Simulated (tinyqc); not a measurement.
Worked calculation: plane-wave Kohn-Sham cycle with exchange-only LDA in a layered model solid. One step of it, computed by the program tinyqc.

Problem. Iteration 2: potential. V_H(G) = 4 pi rho(G)/G^2 for G != 0 (uniform background); v_x = -(3 rho/pi)^(1/3); V = V_ext + V_H + v_x; Fourier components f(G_m) = (1/N) sum_j f(x_j) exp(-i G_m x_j).

A solid whose potential varies along x alone (atomic units):
```
parameter,value
period a,13.900000
cross-section of the cell,21.000000
electrons per cell,2
grid points,16
"plane waves -n..n, n",3
k points,2
V1 in V1 cos(2 pi x/a),-0.690000
```

density after iteration 1 (e/bohr^3): 0.02637218  0.02084103  0.01041901  0.00377957  0.00173690  0.00141491  0.00137920  0.00137113  0.00137088  0.00137113  0.00137920  0.00141491  0.00173690  0.00377957  0.01041901  0.02084103

Give: Potentials on the grid; V(G_m), m = 0, 1, 2, ....

Solution.

Potentials on the grid (hartree):
```
x,V_ext,V_H,v_x,V
0.0000,-0.6900,0.6975,-0.2931,-0.2856
0.8688,-0.6375,0.6096,-0.2710,-0.2988
1.7375,-0.4879,0.3930,-0.2151,-0.3100
2.6063,-0.2641,0.1392,-0.1534,-0.2783
3.4750,0,-0.0893,-0.1184,-0.2077
4.3438,0.2641,-0.2705,-0.1106,-0.1170
5.2125,0.4879,-0.4004,-0.1096,-0.0221
6.0812,0.6375,-0.4783,-0.1094,0.0498
6.9500,0.6900,-0.5043,-0.1094,0.0763
7.8187,0.6375,-0.4783,-0.1094,0.0498
8.6875,0.4879,-0.4004,-0.1096,-0.0221
9.5563,0.2641,-0.2705,-0.1106,-0.1170
10.4250,0,-0.0893,-0.1184,-0.2077
11.2937,-0.2641,0.1392,-0.1534,-0.2783
12.1625,-0.4879,0.3930,-0.2151,-0.3100
13.0312,-0.6375,0.6096,-0.2710,-0.2988
```

V(G_m), m = 0, 1, 2, ... (hartree): -0.1611  -0.0960  0.0258  0.0048  0.0025  0.0009  0.0000
